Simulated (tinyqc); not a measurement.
Inside a calculation. Method: one-electron ion in a basis of Gaussians. Computed by tinyqc, a small Python program that keeps every step. Settings: Z = 5, l = 0. Command: `OMP_NUM_THREADS=1 python tinyqc.py 26449 26450 out.jsonl` (the two numbers bound the seeds that draw the settings). One thread of a shared host (Intel(R) Xeon(R) Processor @ 2.60GHz), about 0.01 s of CPU time with the checks.

## Matrices over normalised Gaussians

exponents of r^l exp(-a r^2) (1/bohr^2): 2.044000  8.897000  38.720000  168.500000  733.600000  3193.000000  13900.000000

Z = 5

l = 0

With p = a_i + a_j and I(k) = Gamma((k+1)/2) / (2 p^((k+1)/2)): S = I(2l+2), T = (2l+3) a_i a_j S / p, V = -Z I(2l+1), each divided by sqrt(S_ii S_jj).

S, lower triangle:
```
          1         2         3         4         5         6         7
1  1.000000
2  0.688260  1.000000
3  0.288365  0.688313  1.000000
4  0.101532  0.288409  0.688334  1.000000
5  0.034158  0.101515  0.288333  0.688188  1.000000
6  0.011372  0.034160  0.101507  0.288300  0.688278  1.000000
7  0.003776  0.011371  0.034153  0.101481  0.288319  0.688221  1.000000
```

T (hartree), lower triangle:
```
          1          2          3           4            5            6             7
1  3.066000
2  3.431955  13.345500
3  1.679588  14.939096  58.080000
4  0.615129   7.311840  65.016527  252.750000
5  0.208878   2.677069  31.813666  282.900158  1100.400000
6  0.069689   0.909227  11.649758  138.430377  1231.761185  4789.500000
7  0.023152   0.303310   3.956141   50.684188   602.723346  5360.984166  20850.000000
```

V (hartree), lower triangle:
```
            1           2           3            4            5            6            7
1  -11.407238
2  -12.844181  -23.799172
3  -10.387366  -26.797374  -49.648683
4   -7.480734  -21.672370  -55.903607  -103.571440
5   -5.227060  -15.606393  -45.208363  -116.616444  -216.107442
6   -3.626629  -10.905475  -32.556449   -94.305291  -243.330795  -450.857731
7   -2.511963   -7.566084  -22.748867   -67.909931  -196.777061  -507.647268  -940.692024
```

## Generalised eigenproblem

H = T + V (hartree), lower triangle:
```
           1           2           3           4           5            6             7
1  -8.341238
2  -9.412226  -10.453672
3  -8.707779  -11.858278    8.431317
4  -6.865604  -14.360530    9.112921  149.178560
5  -5.018183  -12.929324  -13.394697  166.283714  884.292558
6  -3.556940   -9.996248  -20.906691   44.125086  988.430390  4338.642269
7  -2.488811   -7.262774  -18.792726  -17.225743  405.946285  4853.336898  19909.307976
```

Solve H C = S C e through S^(-1/2); each column has its largest component positive (the first on a tie).

eigenvalues of S: 0.067363  0.135153  0.287115  0.589038  1.129901  1.949539  2.841890

eigenvalues (hartree): -12.474184  -0.260461  44.891880  292.369470  1472.699132  6867.506991  32042.605903

coefficients:
```
          1          2          3          4          5          6          7
1  0.363727   1.309943  -0.583811  -0.214760   0.088160  -0.038078   0.016505
2  0.596977  -1.048430   1.568405   0.700249  -0.287062   0.123007  -0.053154
3  0.160489  -0.077092  -1.513459  -1.507257   0.698166  -0.297041   0.127248
4  0.029438  -0.033295   0.073631   1.623202  -1.454199   0.681719  -0.289103
5  0.004742  -0.001727  -0.033975  -0.151103   1.651864  -1.415689   0.652951
6  0.000746  -0.000907   0.002773   0.033826  -0.180469   1.636831  -1.338609
7  0.000150  -0.000064  -0.000933  -0.003536   0.028393  -0.154522   1.489843
```

For Z = 5 and l = 0 the exact lowest level is -Z^2/(2 n^2) with n = l + 1: -12.500000 hartree.
